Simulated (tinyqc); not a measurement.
# Disorder and hopping from G and Sigma

Problem. In a semi-elliptic band with self-consistent Born disorder, Sigma = D G and G = 1/(z - (t^2 + D) G), z = E + i eta. Find D and t.

Inputs (values chosen for the exercise):
- eta = 0.03 eV (bare broadening)
- E = -2.268 eV (energy from the band centre)

G = -0.56241997-0.41337271i 1/eV
Im Sigma = -0.40510525 eV

Solution. D = Im Sigma/Im G, and t^2 + D = (z - 1/G)/G.

D = 0.980 eV^2
t = 1.00 eV

tinyqc, about 0.01 s, one thread, Intel Xeon 2.30GHz (shared host): `OMP_NUM_THREADS=1 python tinyqc.py 2720017 2720018 out.jsonl`
